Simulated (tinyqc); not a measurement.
# Changing the thickness d_2

Model: longitudinal sound in a periodic multilayer: transfer matrices, stop bands and folded phonons. Computed by tinyqc, a small Python program. Command: `OMP_NUM_THREADS=1 python tinyqc.py 3009995 3009996 out.jsonl multilayer sweep`. One thread of a shared host (Intel(R) Xeon(R) Processor @ 2.30GHz), about 0.01 s of CPU time with the checks.

Layers 1 and 2 repeat with period d = d_1 + d_2; waves travel normal to the layers, without loss. State vector (u, s): displacement u and stress divided by omega. Impedances Z = rho v are in 1e6 kg/(m^2 s).

Inputs (values chosen for the exercise, modelled on silica (layer 1), molybdenum (layer 2) and silica (substrate)):
```
quantity            value    unit
density rho_1        2.22  g/cm^3
velocity v_1         5870     m/s
thickness d_1         848      nm
density rho_2        10.3  g/cm^3
velocity v_2         6330     m/s
substrate density    2.23  g/cm^3
substrate velocity   5970     m/s
periods N              20       -
```

Method:
- Z = rho v; interface reflection r = (Z_2 - Z_1)/(Z_2 + Z_1) (stress amplitude, from 1 into 2); Bragg frequency f_B = 1/[2 (d_1/v_1 + d_2/v_2)]; long-wave velocity v_eff = d/sqrt[(d_1/v_1)^2 + (d_2/v_2)^2 + (Z_1/Z_2 + Z_2/Z_1)(d_1/v_1)(d_2/v_2)].
- A layer maps (u, s) by [[cos p, sin p/Z], [-Z sin p, cos p]], p = 2 pi f d_i/v_i; one period is M = M_2 M_1, and cos(q d) = trace(M)/2.
- For N periods A = M^N. A wave comes from a thick layer of material 1 and leaves into the substrate (Z_s): transmitted power T = 4 Z_1 Z_s/|Z_1 A_22 + Z_s A_11 - i (Z_1 Z_s A_12 - A_21)|^2, reflected power R = 1 - T.
- Gap m contains m f_B; its edges, where trace(M)/2 = (-1)^m, are found by root search. Weak-contrast estimate of the width: (4 f_B/pi) |r sin(m pi a)|, a = (d_1/v_1)/(d_1/v_1 + d_2/v_2).

One run for each value:
```
thickness d_2 (nm)  width/f_B (%)  Bragg frequency f_B (GHz)  transmitted power at f_B  long-wave velocity v_eff (m/s)
152                        44.786                     2.9678                1.8648e-13                          5031.8
239                        57.489                     2.7439                2.7988e-18                          4828.7
373                        71.467                     2.4583                4.6575e-23                          4660.7
584                        85.622                     2.1122                1.0303e-26                          4557.4
914                        92.942                     1.7310                4.3788e-28                          4545.7
1430                       85.659                     1.3500                1.0119e-26                          4633.5
2240                       71.494                     1.0033                4.5687e-23                          4810.4
3510                       57.394                     0.7153                3.0357e-18                          5048.6
5490                       44.841                     0.4942                1.7777e-13                          5309.4
```

Over the rows, width/f_B (%) goes from 44.8 through a maximum among these rows, 92.9 at 914, to 44.8; Bragg frequency f_B (GHz) falls from 2.97 to 0.494 (exponent d ln y / d ln x -0.17 between the first rows and -0.83 between the last); transmitted power at f_B goes from 1.86e-13 through a minimum among these rows, 4.38e-28 at 914, to 1.78e-13. The relative width is largest when both layers have equal transit times, at d_2 = 914 nm.

Caution (all rows): so small a transmitted power at f_B holds only for perfect layers and strictly normal incidence.

Extremes, crossings and ranges named in words are read from the listed rows.
